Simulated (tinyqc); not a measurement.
Inside a calculation. Model: current of a Schottky diode by thermionic-emission-diffusion theory, and its read-back from I-V-T and C-V data. Computed by tinyqc, a small Python program that keeps every step. Command: `OMP_NUM_THREADS=1 python tinyqc.py 3009143 3009144 out.jsonl schottky walk`. One thread of a shared host (Intel(R) Xeon(R) Processor @ 2.30GHz), about 0.01 s of CPU time with the checks. Intermediate numbers are printed to about 5 digits and carried at full precision; extremes and crossings named in words are read from the listed rows.

Full ionisation, no tunnelling, no recombination current. V is the voltage across the junction itself, forward positive.

Inputs (values chosen for the exercise, modelled on n-type silicon):
```
quantity                                     value           unit
Richardson constant A*                         116   A/(cm^2 K^2)
effective density of states at 300 K, N_c  2.7e+19         1/cm^3
permittivity eps                              11.7              -
mobility mu                                   1300     cm^2/(V s)
barrier without image force phi_0            0.694             eV
doping N                                   1.1e+16         1/cm^3
series resistance R_s                         0.21  milliohm cm^2
junction voltage V                            0.26              V
temperature T                                  300              K
```

Barrier: uniform.

Constants: k_B = 8.617333262e-05 eV/K; e = 1.602176634e-19 C; eps_0 = 8.8541878128e-12 F/m.

## Barrier at the given bias

N_c(T) = N_c (T/300 K)^(3/2); V_bi = phi_0 - (k_B T/e) ln(N_c(T)/N); surface field F = sqrt(2 e N (V_bi - V - k_B T/e)/(eps eps_0)); image lowering d_phi = sqrt(e F/(4 pi eps eps_0)); effective barrier phi = phi_0 - d_phi.

built-in voltage V_bi = 0.49221 V

surface field F = 26.498 kV/cm

image lowering = 18.059 meV

effective barrier phi = 0.67594 eV

## Current

Collection velocity v_R = A* T^2/(e N_c(T)); diffusion velocity v_D = mu F; J = e N_c(T) v_R/(1 + v_R/v_D) exp(-phi/k_B T) [exp(e V/k_B T) - 1]. Terminal voltage V + J R_s.

v_R = 2.4134e+06 cm/s

v_D = 3.4447e+07 cm/s

current density J = 1.0041 A/cm^2

terminal voltage = 0.26021 V

v_D/v_R = 14.3: emission over the barrier limits the current.

## Read-back from the I-V curve

Ideality n = (e/k_B T)/(d ln J/dV) by a central difference of +/- 1 mV; J_0 = J exp(-e V/(n k_B T)); apparent barrier phi_IV = k_B T ln(A* T^2/J_0); a C-V plot gives phi_CV = phi_0, the mean without lowering.

ideality factor n = 1.0266

extrapolated J_0 = 5.5879e-05 A/cm^2

apparent barrier phi_IV = 0.67095 eV

phi_CV - phi_IV = 23.051 meV

n exceeds 1 because forward bias lowers the field, which weakens the image lowering.

## Temperature series and Richardson plot

A least-squares line of ln(J_0/T^2) against 1/(k_B T) gives a barrier (minus the slope) and a Richardson constant (exp of the intercept).

At the same junction voltage:
```
T (K)  1/k_B T (1/eV)       n  J_0 (A/cm^2)  phi_IV (eV)  ln(J_0/T^2)
200            58.023  1.0185    5.9409e-11      0.67037      -34.143
250            46.418  1.0218    2.1827e-07      0.67073      -26.380
300            38.682  1.0266    5.5879e-05      0.67095      -21.200
350            33.156  1.0346    3.1161e-03      0.67079      -17.487
400            29.011  1.0502    6.8107e-02      0.66950      -14.670
450            25.788  1.0928    8.6856e-01      0.66361      -12.359
```

barrier from the Richardson plot = 0.67385 eV

Richardson constant from the plot = 135.93 A/(cm^2 K^2)

From 200 to 450 K n goes from 1.019 to 1.093 and phi_IV from 0.670 to 0.664 eV. The plot returns 0.674 eV against phi_0 = 0.694 and a constant 1.17 times the true A*.

## Forward curve with series resistance

Terminal voltage V + J R_s; apparent ideality from neighbouring rows, (e/k_B T) dV_terminal/d ln J.

Forward curve; the last column belongs to the interval up to the next row:
```
V (V)  J (A/cm^2)  terminal voltage (V)  apparent n
0.110  3.3646e-03               0.11000      1.0104
0.153  1.7454e-02               0.15300      1.0187
0.196  8.9375e-02               0.19602      1.0242
0.239  4.5472e-01               0.23910      1.0357
0.281  2.2129e+00               0.28146      1.0777
0.324  1.1073e+01               0.32633      1.2652
0.367  5.4485e+01               0.37844      2.1327
0.410  2.5845e+02               0.46428           -
```

The resistance takes over where J R_s exceeds k_B T/e, at J = 123 A/cm^2; the apparent ideality climbs from 1.01 to 2.13, so barrier and n must be read below that current.

Checks made by the program: v_D = mu F against the drift-diffusion integral over the parabolic barrier, a ratio 2 y Dawson(y) with y^2 = (V_bi - V)/(k_B T/e) - 1 (relative difference 8e-02).
